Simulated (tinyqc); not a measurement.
# Double-gate transistor, scale length and short-channel effects: two studies

A body of thickness ts between two insulators of thickness ti and two tied gates. Below threshold the potential that source and drain add obeys Laplace's equation and vanishes on the gate. Its lowest mode decays along the channel as exp(-k y); k is the smallest positive root of the matching condition at the interface, and the scale length is Lambda = pi/k.

Values chosen for this exercise; permittivities: semiconductor close to that of gallium nitride, insulator close to that of silicon nitride:

| symbol | value | unit | meaning |
|---|---|---|---|
| T | 300 | K | temperature |
| eps_r | 9.53 |  | relative permittivity of the semiconductor |
| ei | 7.83 |  | relative permittivity of the insulator |
| ti | 3.1 | nm | insulator thickness |
| ts | 3.3 | nm | body thickness |
| L | 28 | nm | channel length |
| Vbi | 1 | V | potential of the source |
| sT | 0.68 | V | potential of the barrier top at threshold |
| Vds | 0.5 | V | drain voltage |

Constants: q = 1.602176634e-19 C, kB = 1.380649e-23 J/K, Vt = kB T/q. Results are converted to the units shown.

Each table varies one quantity; the others keep the values above.

## Effect of the channel length

k is the smallest positive root of f(k) = ei cos(k ti) cos(k ts/2) - eps_r sin(k ti) sin(k ts/2). Along the channel psi(y) = s + a exp(y/l) + b exp(-y/l) with psi(0) = Vbi, psi(L) = Vbi + Vds and l = 1/k = Lambda/pi; with A = Vbi - s, B = A + Vds, x = exp(-L/l): a = (B - A x) x/(1 - x^2), b = (A - B x)/(1 - x^2). The minimum is s + 2 sqrt(a b), at y = (l/2) ln(b/a). The long-channel potential follows the gate as s = sT + (Vg - VTL)/m, and the threshold VT is the gate voltage at which the minimum equals sT. Swing = m Vt ln 10/g at threshold, g = d(minimum)/ds = 1 - (b x + a)/((1 + x) sqrt(a b)). DIBL = [VT(0.05 V) - VT(Vds)]/(Vds - 0.05 V). sT and Vbi are held fixed; m = 1.

The same in every row: Lambda (nm) = 10.065.

Results:
```
L (nm)  L/Lambda  VT - VTL at Vds = 0.05 V (mV)  VT - VTL at Vds (mV)  DIBL (mV/V)  swing (mV/decade)
11        1.0929                        -183.84               -281.46       216.93             93.967
13        1.2916                        -120.03               -182.72       139.32             82.138
16        1.5897                        -67.304               -101.75       76.537             72.293
19        1.8877                        -39.446               -59.325       44.177             67.046
27        2.6826                        -10.488               -15.662       11.499             61.539
32        3.1793                        -4.7286               -7.0498       5.1582             60.435
38        3.7754                        -1.8385               -2.7385       2.0001             59.880
45        4.4709                       -0.61443              -0.91487      0.66766             59.645
```

Estimate the missing row, L = 22 nm.

Computed row:
```
L (nm)  L/Lambda  VT - VTL at Vds = 0.05 V (mV)  VT - VTL at Vds (mV)  DIBL (mV/V)  swing (mV/decade)
22        2.1858                        -23.722               -35.551       26.285             64.064
```

With this row back in the table: From L = 11 to 45 nm, DIBL falls from 217 to 0.668 mV/V and the swing falls from 94.0 to 59.6 mV a decade (long-channel value 59.5). Between the last two rows the threshold shift at Vds decays with a length of 6.38 nm, against 2 Lambda/pi = 6.41 nm for a shift that goes as exp(-pi L/(2 Lambda)). DIBL first drops below 100 mV/V at L = 16 nm among the rows, L/Lambda = 1.6. For L = 11 to 13 nm L is under 1.5 Lambda, where higher modes, left out of the one-mode potential, count. In every row the semiconductor is under 4 nm thick, where quantum confinement shifts the threshold.

## Effect of the insulator thickness

Same model as above.

Effect of the insulator thickness:
```
ti (nm)  Lambda (nm)  L/Lambda  VT - VTL at Vds (mV)  DIBL (mV/V)  swing (mV/decade)
1              5.629     4.975               -0.4142       0.3022              59.58
1.3            6.287     4.454               -0.9396       0.6857              59.65
1.7            7.146     3.918                -2.186        1.596              59.81
2.3            8.410     3.330                -5.551        4.059              60.24
2.9            9.653     2.901                -11.02        8.073              60.94
3.8            11.50     2.435                -23.46        17.27              62.53
5              13.93     2.010                -47.99        35.62              65.63
```

What does the table show?

As ti goes from 1 to 5 nm, Lambda rises from 5.63 to 13.9 nm, DIBL rises from 0.302 to 35.6 mV/V and the swing rises from 59.6 to 65.6 mV a decade. On average Lambda goes as ti^(0.56). In every row the semiconductor is under 4 nm thick, where quantum confinement shifts the threshold.

Computed by the program tinyqc: `OMP_NUM_THREADS=1 python tinyqc.py 2420084 2420085 out.jsonl`, one thread of a shared Intel Xeon 2.30GHz, about 0.01 s for the whole run.
